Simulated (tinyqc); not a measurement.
# Thin-film transistor with exponential tail and deep states, accumulation layer, step by step

Computed by the program tinyqc: `OMP_NUM_THREADS=1 python tinyqc.py 2610151 2610152 out.jsonl`, one thread of a shared Intel Xeon 2.30GHz, about 0.04 s for the whole run. Printed values are rounded.

An undoped film in accumulation, thicker than the space-charge layer. With band bending psi the Fermi level lies E0 - psi below the band edge. Free electrons n = n0 exp(psi/Vt) carry the current; electrons in two exponential distributions of traps, a = a0 exp(psi/Va) and d = d0 exp(psi/Vp), do not. Linear regime, ohmic contacts, traps in equilibrium.

Parameters, values chosen for the exercise; values close to those of an organic semiconductor: temperature T = 270 K; relative permittivity of the semiconductor eps_r = 3.2; density of extended states Nc = 1.3e20 cm^-3; band mobility mb = 3 cm^2/(V s); total density of tail states Nt = 1.1e20 cm^-3; characteristic temperature of the tail Tt = 450 K; total density of deep states Nd = 2.9e17 cm^-3; characteristic temperature of the deep states Td = 1290 K; bulk Fermi level below the band edge E0 = 0.52 eV; gate capacitance Ci = 17 nF/cm^2; ratio W/L WL = 2; drain voltage Vd = 0.05 V; gate voltage above flat band Vg = 14 V.

Constants: q = 1.602176634e-19 C, kB = 1.380649e-23 J/K, Vt = kB T/q, eps0 = 8.8541878128e-14 F/cm where lengths are in cm. Results are converted to the units shown.

## Bulk densities

Va = kB Tt/q, Vp = kB Td/q; n0 = Nc exp(-E0/Vt), a0 = Nt th(T/Tt) exp(-E0/Va), d0 = Nd th(T/Td) exp(-E0/Vp), th(x) = pi x/sin(pi x).

Va = 0.0387780 V
Vp = 0.111164 V
th(T/Tt) = 1.98196
n0 = 2.55684e10 cm^-3
a0 = 3.27148e14 cm^-3
d0 = 2.90147e15 cm^-3

## Iteration 1: surface potential by Newton steps

psi at the start = 0.52 V

Va = kB Tt/q, Vp = kB Td/q. G(psi) = sum over the three kinds of c0 [V (exp(psi/V) - 1) - psi], field F = sqrt(2 q G/(eps0 eps_r)); Vg = psi + eps0 eps_r F/Ci at the surface. f = psi + eps0 eps_r F/Ci - Vg, f' = 1 + q rho/(Ci F) with rho = sum c0 (exp(psi/V) - 1); psi(new) = psi - f/f'.

F = 3608.18 kV/cm
f = 46.6564 V
f' = 910.824
psi after iteration 1 = 0.468776 V

## Iteration 2: surface potential by Newton steps

As before.

F = 1718.36 kV/cm
f = 15.1081 V
f' = 400.052
psi after iteration 2 = 0.431010 V

## Course of the iteration: surface potential by Newton steps

Stop when psi changes by less than 1e-10 V, or after 30 iterations. psi must stay between 0 and 5 V.

Course of the iteration:
```
iteration   psi (V)  |change| (V)
1          0.468776        0.0512
2          0.431010        0.0378
3          0.415616        0.0154
4          0.413684       1.93e-3
5          0.413657       2.64e-5
6          0.413657       4.85e-9
7          0.413657       < 1e-14
```

Converged in 7 iterations. At the end the number of correct digits about doubles with each step.

## Free and total charge, current

psi_s = 0.413657 V

Va = kB Tt/q, Vp = kB Td/q. G(psi) = sum over the three kinds of c0 [V (exp(psi/V) - 1) - psi], field F = sqrt(2 q G/(eps0 eps_r)); Vg = psi + eps0 eps_r F/Ci at the surface. Total charge Q = Ci (Vg - psi_s); free charge Qf = q times the integral of n0 (exp(psi/Vt) - 1)/F over psi from 0 to psi_s; I = (W/L) mb Qf Vd; effective mobility mb Qf/Q.

surface densities (cm^-3): free 1.34575e18, tail 1.40443e19, deep 1.19866e17
Q = 230.968 nC/cm^2
Qf = 8.79331 nC/cm^2
effective mobility = 0.114215 cm^2/(V s)
I = 2.63799 nA

3.81 % of the induced charge is free, against 8.68 % of the electrons right at the surface.
